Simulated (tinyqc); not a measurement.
Stretching all distances: RHF, UHF, MP2, CISD and CCSD against full CI in the sto-3g basis, for BeH+, spin multiplicity 1. Computed by the program tinyqc with PySCF. All coordinates are multiplied by the scale. c0^2 is the weight of the RHF determinant in the lowest singlet FCI state (UHF is spin-contaminated and may lie near states of higher spin) and n(LUMO) the first natural occupation beyond the occupied space.

Geometry (angstrom):
```
atom,x,y,z
Be,0.0000,0.0000,0.0000
H,0.0000,0.0000,1.2030
```

Full CI energy (hartree) and errors against it (kcal/mol):
```
scale,distance 1-2 (angstrom),E(FCI),RHF,UHF,MP2,CISD,CCSD,<S^2> UHF,c0^2,n(LUMO)
0.9500,1.1428,-14.665920,10.6009,10.6009,3.2781,0.0076,0.0062,0.0000,0.9847,0.0192
1.1300,1.3594,-14.685912,13.5817,13.5817,4.6177,0.0114,0.0093,0.0000,0.9764,0.0336
1.3000,1.5639,-14.676347,17.8604,17.8604,6.6307,0.0169,0.0139,0.0000,0.9617,0.0592
1.4800,1.7804,-14.655073,24.0746,21.5561,9.6467,0.0260,0.0212,0.3629,0.9362,0.1052
1.6600,1.9970,-14.631937,31.8613,18.4971,13.4449,0.0387,0.0308,0.6618,0.8990,0.1744
1.8400,2.2135,-14.611452,40.7162,13.7285,17.6576,0.0543,0.0413,0.8030,0.8506,0.2641
2.1900,2.6346,-14.584106,58.6699,6.1659,25.4793,0.0887,0.0597,0.9284,0.7278,0.4717
```

Estimate the missing row, scale = 2.01.

Computed row:
```
scale   distance 1-2 (angstrom)      E(FCI)      RHF     UHF      MP2    CISD    CCSD  <S^2> UHF    c0^2  n(LUMO)
2.0100                   2.4180  -14.596050  49.4856  9.6009  21.6268  0.0707  0.0508     0.8786  0.7952   0.3618
```

UHF parts from RHF first at scale 1.48 of those listed, where <S^2> leaves zero. The weight c0^2 goes from 0.98 to 0.73 and n(LUMO) from 0.02 to 0.47: static correlation grows as the bonds break into open-shell fragments. The spread of the error along the curve, which distorts its shape, is CCSD 0.1, CISD 0.1, UHF 15.4, MP2 22.2, RHF 48.1 kcal/mol.
